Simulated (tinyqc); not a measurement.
Dopants and charged point defects at anneal temperature: Fermi-level effect, clustering and pairing: one step, computed by the program tinyqc.

Boltzmann statistics and full ionisation of active dopants. Energies are counted from the valence band; the defect (a vacancy or self-interstitial) has five charge states, with all degeneracy factors one.

Question. The host at the anneal temperature. E_g = E_g0 - alpha T^2/(T + beta). N_c = 2 M_c (2 pi m_e k_B T/h^2)^(3/2) and N_v = 2 (2 pi m_h k_B T/h^2)^(3/2), masses in units of m_0. n_i = sqrt(N_c N_v) exp(-E_g/2 k_B T); E_i = E_g/2 + (k_B T/2) ln(N_v/N_c).

Inputs (values chosen for the exercise, with bands modelled on 4H-SiC):
```
quantity,value,unit
gap at 0 K E_g0,3.32,eV
Varshni alpha,0.000317,eV/K
Varshni beta,695,K
electron mass m_e,0.379,m_0
valleys M_c,3,-
hole mass m_h,2.05,m_0
anneal temperature T,1460,K
```

Dopant: donor. Second part: pairing with a mobile impurity.

Constants: m_0 = 9.1093837015e-31 kg; k_B = 1.380649e-23 J/K; h = 6.62607015e-34 J s; k_B = 8.617333262e-05 eV/K.

Give: E_g; k_B T; n_i; E_i; effective density of states N_b of the majority band.

Answer.

E_g = 3.0064 eV

k_B T = 0.12581 eV

n_i = 2.4992e+15 cm^-3

E_i = 1.5934 eV

effective density of states N_b of the majority band = 1.8858e+20 cm^-3
